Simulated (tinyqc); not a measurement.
On-chip power grid, static voltage drop by conjugate gradients: one step of the calculation.

A grid of 4 rows and 4 columns, node k = 4 row + column. Neighbours in a row are joined by Rx, in a column by Ry; pad nodes, which reach the supply through Rp: 0, 12. Each node draws I0, node 14 draws kh I0. The drops u = Vdd - V solve G u = i, with G the conductance matrix (1/Rp added on the diagonal at pad nodes).

Question. Worst drop, pad currents and power lost. Pad current u/Rp; worst drop as a share of Vdd; power lost in the grid and pads sum_k i_k u_k; power delivered sum_k i_k (Vdd - u_k).

Parameters, values chosen for the exercise:
- Vdd = 0.9 V (supply voltage)
- Rp = 0.37 ohm (resistance from a pad node to the supply)
- I0 = 3.5 mA (load current of an ordinary node)
- kh = 3 (factor on the load at the hot node)

converged u (mV):

|  | col 0 | col 1 | col 2 | col 3 |
|---|---|---|---|---|
| row 0 | 11.519686 | 29.575227 | 40.012515 | 44.942256 |
| row 1 | 21.086569 | 31.740121 | 40.840627 | 45.404426 |
| row 2 | 21.246203 | 32.228609 | 41.881987 | 46.097002 |
| row 3 | 11.790314 | 30.898816 | 43.707644 | 46.799088 |

Wanted: worst drop; share of Vdd; pad currents; power lost; power delivered.

Answer.

worst drop = 46.799 mV
share of Vdd = 5.1999 %
pad currents (mA): node 0 31.134, node 12 31.866
power lost = 2.1952 mW
power delivered = 54.505 mW

The pad currents add up to the total load, 63.00 mA. The worst drop is at node 15, not at the hot node.

Numbers from tinyqc (`OMP_NUM_THREADS=1 python tinyqc.py 2770118 2770119 out.jsonl`; about 0.3 s on one thread of a shared Intel Xeon 2.30GHz).
